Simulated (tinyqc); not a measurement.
Mean barrier and spread from two temperatures.

Inverse problem. For a Gaussian spread of Schottky barriers the apparent height is phi_ap = phi - sg^2/(2 Vt), Vt = kB T/q. Find sg and phi.

Constants: q = 1.602176634e-19 C, kB = 1.380649e-23 J/K. Results are converted to the units shown.

phi_ap(0) at 150 and 300 K (eV): 0.61113569  0.70056785

Solution. phi_ap is linear in 1/(2 Vt) with slope -sg^2 and intercept phi.

sg = 0.06800 eV
phi = 0.7900 eV

Computed by the program tinyqc: `OMP_NUM_THREADS=1 python tinyqc.py 2640038 2640039 out.jsonl`, one thread of a shared Intel Xeon 2.30GHz, about 0.01 s for the whole run.
